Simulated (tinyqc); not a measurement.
Slow cooling against a quench: self-consistent Fermi level with native defects, at growth and after a quench. Computed by tinyqc, a small Python program. Command: `OMP_NUM_THREADS=1 python tinyqc.py 3009012 3009013 out.jsonl scfermi walk`. One thread of a shared host (Intel(R) Xeon(R) Processor @ 2.30GHz), about 0.05 s of CPU time with the checks.

Energies are counted from the top of the valence band (VBM); when the gap shrinks with temperature the conduction band moves and the levels stay. The added dopant is taken as fully ionised. D and A draw on one reservoir with opposite signs, as the two vacancies of a compound do.

Inputs (values chosen for the exercise, with bands modelled on CdS): gap E_g at 300 K = 2.56 eV; slope -dE_g/dT above 300 K = 0.0003 eV/K; electron mass m_e = 0.208 m_0; valleys M_c = 1; hole mass m_h = 0.787 m_0; E_f of the neutral native donor D = 1.309 eV; E_f of the neutral native acceptor A = 2.82 eV; shift s of the chemical potential = 0.092 eV; site density N_s = 3e+22 cm^-3; dopant density N_X = 1.1e+19 cm^-3; growth temperature T_g = 1400 K; temperature of use T = 400 K.

Added shallow dopant: donor.

levels of D above the VBM, most positive state first (eV): [1.52, 2.09]

levels of A above the VBM, (0/-1) first (eV): [0.732, 1.33]

Constants: m_0 = 9.1093837015e-31 kg; k_B = 1.380649e-23 J/K; h = 6.62607015e-34 J s; k_B = 8.617333262e-05 eV/K.

Method:
- E_f(D, 0) = input + s and E_f(A, 0) = input - s; E_f(q, E_F = 0) follows from the levels, eps(q/q-1) = E_f(q - 1) - E_f(q) at E_F = 0.
- E_g(T) = E_g - slope x max(0, T - 300 K).
- N_c = 2 M_c (2 pi m_e k_B T/h^2)^(3/2) and N_v = 2 (2 pi m_h k_B T/h^2)^(3/2), masses in units of m_0.
- At growth T = T_g.
- n = N_c F_1/2((E_F - E_g)/k_B T), p = N_v F_1/2(-E_F/k_B T).
- F_1/2(eta) = (2/sqrt(pi)) int_0^infinity sqrt(x)/(1 + exp(x - eta)) dx, by the trapezoid rule in t = sqrt(x) with step 0.02 up to t = 12 (for eta < -12 by exp(eta) - exp(2 eta)/2^(3/2)).
- In equilibrium c_q = N_s exp(-(E_f(q, 0) + q E_F)/k_B T).
- Net charge = p - n + sum q c_q + N_X; the log ratio is ln(positive charge/negative charge).
- E_F is the root of the log ratio, by 50 bisections between -0.5 eV and E_g + 0.5 eV.
- After a quench the totals of D and A stay as grown, and each is shared among its charge states with weights exp(-(E_f(q, 0) + q E_F)/k_B T).
- Each E_F by bisection; full equilibrium lets the defects form and vanish at every T.

E_f(q, E_F = 0) (eV): D(+2) -2.209, D(+1) -0.689, D(0) 1.401, A(0) 2.728, A(-1) 3.460, A(-2) 4.790

total D = 1.92423e+18 cm^-3

total A = 5.75982e+18 cm^-3

Two histories (densities in cm^-3):
```
T (K)  E_F, equilibrium (eV)           n           p  all defects  E_F, frozen (eV)   n, frozen   p, frozen
1200                  1.9475  6.8539e+17  9.2756e+11   5.4413e+18            1.9807  9.3981e+17  6.7328e+11
1000                  2.0230  3.2328e+17  6.7977e+09   5.3504e+18            2.0702  5.5604e+17  3.9297e+09
800                   2.0981  1.1191e+17  4.6265e+06   5.4442e+18            2.1293  1.7566e+17  2.9411e+06
600                   2.1725  2.1328e+16  2.7975e+01   5.4893e+18            2.1399  1.1351e+16  5.2591e+01
400                   2.2467  9.8789e+14  1.3294e-09   5.4995e+18            2.1243  2.8322e+13  4.6376e-08
```

What follows from these numbers?

At 400 K equilibrium would leave 5.50e18 defects per cm^3 against 7.68e18 frozen in, and E_F differs by -0.122 eV. The majority density of the quenched sample is 0.029 times the equilibrium one. Real samples lie between, set by the temperature at which diffusion stops.
